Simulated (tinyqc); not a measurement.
An offset iteration that does not settle: band offset of a heterojunction with an interface dipole (two-band chains, self-consistent charge).

Sites alternate A, C. Left: A at -G1/2, C at +G1/2, hopping -t1; right: A at D - G2/2, C at D + G2/2, hopping -t2; the bonds across the two interfaces of a ring (C left to A right, C right to A left) have -sqrt(t1 t2). D is the offset of the mid-gaps, so Ev(right) - Ev(left) = D - (G2 - G1)/2 and Ec(right) - Ec(left) = D + (G2 - G1)/2. The closing bond has its sign reversed (antiperiodic ring). Half the levels are filled with two electrons each. The charge moved is q = (electrons on the left) less one a site; the mean over the two interfaces, q/2, is taken as the charge that crosses each, and its dipole opposes the offset: D = D0 - u q/2.

From here on the ring has 24 cells a side.

Inputs chosen for the exercise (gaps near those of Si and GaP; the chains and D0 are free models, so the offsets are not those of the real pair; not measured data): G1 = 1.12 eV (gap on the left); G2 = 2.16 eV (gap on the right); t1 = 2.05 eV (hopping on the left); t2 = 2.36 eV (hopping on the right); D0 = -0.93 eV (mid-gap of the right side above that of the left, without dipole); u = 7.5 eV (potential step per electron moved across); mx = 0.8 (mixing).

Start at D = D0; D(out) = D0 - u q(D)/2; D(new) = D + mx (D(out) - D); stop when |D(out) - D| < 1e-7 eV, after 60 steps, or above 50 eV.

Iterations:
```
i      D (eV)         q  D(out) (eV)  D(out) - D
0    -0.93000  -0.32660      0.29474        1.22
1     0.04979   0.01632     -0.99121       -1.04
2    -0.78301  -0.26938      0.08017       0.863
3    -0.09247  -0.03033     -0.81626      -0.724
4    -0.67150  -0.22803     -0.07487       0.597
5    -0.19420  -0.06384     -0.69059      -0.496
6    -0.59131  -0.19920     -0.18301       0.408
7    -0.26467  -0.08723     -0.60288      -0.338
8    -0.53524  -0.17941     -0.25720       0.278
...       ...       ...          ...         ...
55   -0.41411  -0.13756     -0.41414   -3.00e-05
56   -0.41413  -0.13757     -0.41411    2.47e-05
57   -0.41411  -0.13757     -0.41413   -2.03e-05
58   -0.41413  -0.13757     -0.41411    1.67e-05
59   -0.41411  -0.13757     -0.41413   -1.38e-05
```

Can the last value be used, and what is the cause?

No: the cap of 60 steps is reached with |D(out) - D| = 1.4e-05 eV; the sign of D(out) - D alternates. Near the solution the error is multiplied by 1 - mx (1 + u chi/2) a step, with chi = dq/dD = 0.3411 1/eV, that is -0.82. A rerun with mx = 0.44, near 1/(1 + u chi/2), converges in 4 steps to D = -0.4141 eV.

Run: tinyqc, `OMP_NUM_THREADS=1 python tinyqc.py 1481998 1481999 out.jsonl`; Intel(R) Xeon(R) Processor @ 2.30GHz, one thread, shared host; about 0.5 s of CPU time with all checks.
